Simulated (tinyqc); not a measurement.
Inside a calculation: thin-film optics by transfer matrices. Values are carried at full precision from step to step, so a last printed digit may differ when a step is redone from the rounded ones.

Indices N = n + i k. Snell: N0 sin(theta) = N_j sin(theta_j), with Im(N_j cos theta_j) >= 0. Admittance y_j = N_j cos theta_j for s and N_j/cos theta_j for p. Phase delta_j = 2 pi N_j cos theta_j d_j/lambda. Layer matrix [[cos delta, -i sin delta/y], [-i y sin delta, cos delta]], multiplied from the top down to M. (B, C) = M (1, y_sub); r = (y0 B - C)/(y0 B + C), R = |r|^2, T = 4 Re y0 Re y_sub/|y0 B + C|^2, absorbed in the films 1 - R - T.

Values chosen for the exercise (indices near those of resist, ARC, SiO2 on W; shifted at random, so the results belong to these values and not to a real crystal):
```
symbol  value                         unit     meaning
lam     248                           nm       vacuum wavelength
n0      1                                      ambient index
n       (1.737, 1.802, 1.498, 3.342)           n of resist, ARC, SiO2, substrate
k       (0.012, 0.408, 0, 2.842)               k in the same order
d       (448, 38.8, 8.2)              nm       thicknesses, top first
theta   0                             degrees  angle of incidence
pol     s                                      polarisation
```

## Angles, admittances and phases

Form cos theta_j, y_j and delta_j.

cos theta_j: ambient 1.0000, film 1 1.0000, film 2 1.0000, film 3 1.0000, substrate 1.0000

y_j: ambient 1.0000, film 1 1.7370+0.0120i, film 2 1.8020+0.4080i, film 3 1.4980, substrate 3.3420+2.8420i

delta_j (rad): film 1 19.7154+0.1362i, film 2 1.7714+0.4011i, film 3 0.3112

## Layer matrices and their product

Form each matrix and multiply from the top down.

matrix of film 1:
```
,1,2
1,0.6540-0.1041i,0.0479-0.4429i
2,0.1630-1.3342i,0.6540-0.1041i
```

matrix of film 2:
```
,1,2
1,-0.2155-0.4036i,-0.1700-0.5496i
2,0.2845-1.9433i,-0.2155-0.4036i
```

matrix of film 3:
```
,1,2
1,0.9520,-0.2044i
2,-0.4587i,0.9520
```

M:
```
,1,2
1,-1.1024-0.2746i,-0.4345-0.0424i
2,-0.6094-0.5940i,-1.1192+0.0212i
```

Each matrix has determinant 1, and so has M.

## Reflection and transmission

Close the stack on the substrate.

B, C: -2.4339-1.6509i  -4.4100-3.7037i

r = -0.3247-0.0459i
R = 0.1075
T into the substrate = 0.1770
absorbed in the films = 0.7155

The bare substrate would reflect 0.5036.

## Checks

- R against the recursion of Airy sums from the substrate up: both 0.10752.

Run: tinyqc, `OMP_NUM_THREADS=1 python tinyqc.py 1651026 1651027 out.jsonl`; Intel(R) Xeon(R) Processor @ 2.30GHz, one thread, shared host; about 0.01 s of CPU time with all checks.
